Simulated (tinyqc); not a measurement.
Lossy on-chip transmission line with skin effect: one step of the calculation.

A uniform line in a homogeneous dielectric: c = sqrt(er)/(c0 Z0), l = Z0 sqrt(er)/c0 (c0 = 299792458 m/s), g = w c td, w = 2 pi f. The resistance joins its limits as r = sqrt(r_dc^2 + r_hf^2), with r_dc = rho/(wd th), r_hf = kr rho/(2 delta (wd + th)), delta = sqrt(rho/(pi f mu0)), mu0 = 4 pi 1e-7 H/m; this is an interpolation, and internal inductance, up to 0.05 nH/mm at low frequency, is neglected.

Question. Line constants. delta, r_dc, r_hf, r, l, c and g as defined.

Parameters, values chosen for the exercise: width of the strip wd = 0.65 um; thickness of the strip th = 0.6 um; resistivity rho = 2.2 uohm cm; relative permittivity er = 3.9; loss tangent td = 0.02; lossless impedance sqrt(l/c) Z0 = 60 ohm; factor for crowding and the return path kr = 1.2; frequency f = 4 GHz.

Find: delta; r_dc; r_hf; r; l; c; g.

Answer.

delta = 1.1803 um
r_dc = 56.410 ohm/mm
r_hf = 8.9467 ohm/mm
r = 57.115 ohm/mm
l = 0.39524 nH/mm
c = 109.79 pF/m
g = 0.055186 S/m

r is 1.01 times r_dc; the skin depth is 1.97 of the thickness.

Program tinyqc, `OMP_NUM_THREADS=1 python tinyqc.py 2810152 2810153 out.jsonl`; Intel Xeon 2.30GHz, shared host, one thread, about 0.01 s.
